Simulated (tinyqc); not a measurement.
Valley splitting in a one-orbital chain of atomic planes (second-neighbour model): one step. Levels and the valley doublet. Two cases, with inputs chosen for the exercise.

Task: Diagonalise H. The two lowest levels are the doublet made from the valleys at +k0 and -k0; give their splitting, the weights of the lowest state, and its parity under reversal of the planes.

Case 1.

H (eV):
```
,1,2,3,4,5,6,7,8,9,10,11
1,1.415875,0.617673,0.632544,0,0,0,0,0,0,0,0
2,0.617673,1.415875,0.617673,0.632544,0,0,0,0,0,0,0
3,0.632544,0.617673,1.415875,0.617673,0.632544,0,0,0,0,0,0
4,0,0.632544,0.617673,1.415875,0.617673,0.632544,0,0,0,0,0
5,0,0,0.632544,0.617673,1.415875,0.617673,0.632544,0,0,0,0
6,0,0,0,0.632544,0.617673,1.415875,0.617673,0.632544,0,0,0
7,0,0,0,0,0.632544,0.617673,1.415875,0.617673,0.632544,0,0
8,0,0,0,0,0,0.632544,0.617673,1.415875,0.617673,0.632544,0
9,0,0,0,0,0,0,0.632544,0.617673,1.415875,0.617673,0.632544
10,0,0,0,0,0,0,0,0.632544,0.617673,1.415875,0.617673
11,0,0,0,0,0,0,0,0,0.632544,0.617673,1.415875
```

Case 2.

H (eV):
```
,1,2,3,4,5,6,7,8,9,10
1,1.327155,0.640778,0.574192,0,0,0,0,0,0,0
2,0.640778,1.327155,0.640778,0.574192,0,0,0,0,0,0
3,0.574192,0.640778,1.327155,0.640778,0.574192,0,0,0,0,0
4,0,0.574192,0.640778,1.327155,0.640778,0.574192,0,0,0,0
5,0,0,0.574192,0.640778,1.327155,0.640778,0.574192,0,0,0
6,0,0,0,0.574192,0.640778,1.327155,0.640778,0.574192,0,0
7,0,0,0,0,0.574192,0.640778,1.327155,0.640778,0.574192,0
8,0,0,0,0,0,0.574192,0.640778,1.327155,0.640778,0.574192
9,0,0,0,0,0,0,0.574192,0.640778,1.327155,0.640778
10,0,0,0,0,0,0,0,0.574192,0.640778,1.327155
```

Give: levels; splitting; weights on the planes; parity of the lowest state.

Result:

Case 1.

levels (eV): 0.1171  0.1591  0.4448  0.5715  0.9430  1.0298  1.3435  1.6260  2.4297  3.1871  3.7231

splitting = 42.04 meV

weights on the planes: 0.050  0.030  0.084  0.176  0.017  0.285  0.017  0.176  0.084  0.030  0.050

parity of the lowest state: even

The mean of the doublet lies 0.1381 eV above the bulk minimum, and level 3 lies 0.3067 eV above that mean; the weights oscillate from plane to plane because the two valleys interfere.

Case 2.

levels (eV): 0.1329  0.1503  0.4665  0.5801  0.8619  1.0670  1.3510  2.1577  2.9603  3.5440

splitting = 17.35 meV

weights on the planes: 0.036  0.107  0.001  0.252  0.104  0.104  0.252  0.001  0.107  0.036

parity of the lowest state: even

The mean of the doublet lies 0.1416 eV above the bulk minimum, and level 3 lies 0.3249 eV above that mean; the weights oscillate from plane to plane because the two valleys interfere.

Computed by tinyqc, one run a case: `OMP_NUM_THREADS=1 python tinyqc.py N N+1 out.jsonl` with N = 1451896, 1451957; one thread of a shared Intel(R) Xeon(R) Processor @ 2.30GHz, about 0.01 s a run at most.
